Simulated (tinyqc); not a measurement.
Out-diffusion of a doped substrate or buried layer into a growing epitaxial film. From x_t after growth, erfc alone back to growth temperature T. Computed by tinyqc, a small Python program. Command: `OMP_NUM_THREADS=1 python tinyqc.py 3025072 3025073 out.jsonl buried inv`. One thread of a shared host (Intel(R) Xeon(R) Processor @ 2.30GHz), about 0.02 s of CPU time with the checks.

x is counted from the original substrate surface into the film, whose surface moves as x = v t. Substrate dopant has one diffusivity; the dopant of the film is taken as uniform.

Inputs (values chosen for the exercise, modelled on boron in silicon):

| quantity | value | unit |
|---|---|---|
| prefactor D0 | 1.05 | cm^2/s |
| activation energy E | 3.51 | eV |
| substrate concentration C_s | 2.5e+19 | 1/cm^3 |
| film doping C_e | 6.9e+15 | 1/cm^3 |
| growth rate v | 1 | um/min |
| film thickness d | 2 | um |
| autodoping level at the start, as a share of C_s | 0.0003 | - |
| decay length of autodoping | 0.11 | um |
| later thermal budget (Dt)2 | 5.8e-11 | cm^2 |

Film doping: same type as the substrate.

Constants: k_B = 8.617333262e-05 eV/K.

Method:
- D = D0 exp(-E/(k_B T)); growth time t = d/v; l = 2 sqrt(D t); growth number G = v t/l = d/l; 1 um = 1e-4 cm.
- Temperatures in kelvin are T(C) + 273.15.
- After growth and the later budget: l2 = 2 sqrt(D t + (Dt)2); C(x) = (C_s/2) erfc(x/l2) + share x C_s exp(-x/decay length) for x > 0 (autodoping taken as unchanged by the later budget). The transition x_t solves C(x) = C_e, where the total doping is twice the intended value.
- Usable film = d - x_t. Also give x_t for the erfc term alone, after growth and after the later budget.

Question. A run gave the result below. Find the growth temperature T, known to lie between 920 and 1200 C.

x_t after growth, erfc alone = 0.02490057 um

Answer.

Each step takes the trial c = (a f_b - b f_a)/(f_b - f_a), f being the result less the target and a, b, c the logarithms of the listed values; c replaces end b, the old b replaces a if the sign of f changed, and otherwise f_a is halved.

Scan of the range:

| growth temperature T (C) | x_t after growth, erfc alone (um) |
|---|---|
| 920 | 0.021186 |
| 962 | 0.037855 |
| 1010 | 0.070145 |
| 1050 | 0.113339 |
| 1100 | 0.198512 |
| 1150 | 0.334264 |
| 1200 | 0.543289 |

False position (Illinois rule, in the logarithm of the input) inside the bracket:

| step | end a | end b | trial | x_t after growth, erfc alone (um) |
|---|---|---|---|---|
| 1 | 920.000 | 962.000 | 929.197 | 0.0241412 |
| 2 | 962.000 | 929.197 | 930.984 | 0.0247557 |
| 3 | 962.000 | 930.984 | 931.652 | 0.0249889 |
| 4 | 930.984 | 931.652 | 931.399 | 0.0249003 |
| 5 | 931.652 | 931.399 | 931.400 | 0.0249006 |
| 6 | 931.652 | 931.400 | 931.400 | 0.0249006 |
| 7 | 931.400 | 931.400 | 931.400 | 0.0249006 |

x_t after growth, erfc alone rises at every point of a 13-point scan of the range (every second point is shown), so one value fits; it is bracketed by 920 and 962. Answer: growth temperature T = 931.4 C.

Caution: the substrate doping is comparable to or above the intrinsic density at growth temperature, so the diffusivity may be higher on that side.
